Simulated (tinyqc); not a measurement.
What each parameter does: polytypes by hexagonality, and a cubic inclusion as a quantum well.

Gap: E3 + (E2 - E3) h. Valence top Ev2 h and polarisation P2 h, both counted from 3C; Ec = Ev + gap.

A cubic inclusion of width L = N d in the host (h = 1) is a well of depth V = Ec(host) - Ec(3C). Square well with mass mismatch: k tan(k L/2) = (m_w/m_b) q, k = sqrt(m_w E/c), q = sqrt(m_b (V - E)/c), c = hbar^2/2m0, lowest root. The depth of the level, V - E, is its binding, and the transition to the valence top of the host is gap(host) - (V - E). The step in polarisation gives a field |F| = |P|/(eps eps0) in a thin inclusion, eps0 = 8.8541878e-12 F/m.

Constants: hbar^2/2m0 = 3.80998211 eV angstrom^2.

Parameters, chosen for this exercise (of the order of those of InP; shifted at random, so the results belong to these values and not to a real crystal):
- E3 = 1.415 eV (gap of the cubic polytype)
- E2 = 1.49 eV (gap of 2H)
- Ev2 = 0.05 eV (valence top of 2H above that of 3C)
- P2 = -0.0016 C/m^2 (spontaneous polarisation of 2H)
- m = (0.078, 0.079) m0 (electron mass along c in the cubic layer and in the host)
- d = 3.395 angstrom (thickness of a double layer)
- eps = 12.6 (dielectric constant)
- N = 12 (double layers in the cubic inclusion)

Well depth, depth of the level, transition without the field and field.

One parameter was then changed.

Results before and after:
```
case     V (eV)  depth (eV)  transition (eV)  |F| (MV/cm)
base     0.1250      0.0586           1.4314        0.143
changed  0.1550      0.0800           1.4100        0.143
```

Which of these changes was made? (a) E3 = 1.395 eV; (b) P2 = -0.0021 C/m^2; (c) eps = 13.6; (d) E2 = 1.52 eV; (e) Ev2 = 0.08 eV; (f) m = (0.094, 0.079) m0; (g) N = 13.

Answer: (e) Ev2 = 0.08 eV. Of the candidates, run in turn, only this one gives the changed row.

All candidates:
```
case                   V (eV)  depth (eV)  transition (eV)  |F| (MV/cm)
base                   0.1250      0.0586           1.4314        0.143
N = 13                 0.1250      0.0630           1.4270        0.143
Ev2 = 0.08 eV          0.1550      0.0800           1.4100        0.143
E3 = 1.395 eV          0.1450      0.0727           1.4173        0.143
E2 = 1.52 eV           0.1550      0.0800           1.4400        0.143
P2 = -0.0021 C/m^2     0.1250      0.0586           1.4314        0.188
eps = 13.6             0.1250      0.0586           1.4314        0.133
m = (0.094, 0.079) m0  0.1250      0.0605           1.4295        0.143
```

Program tinyqc; command `OMP_NUM_THREADS=1 python tinyqc.py 1880870 1880871 out.jsonl`; about 0.08 s on one thread of a shared Intel(R) Xeon(R) Processor @ 2.30GHz.
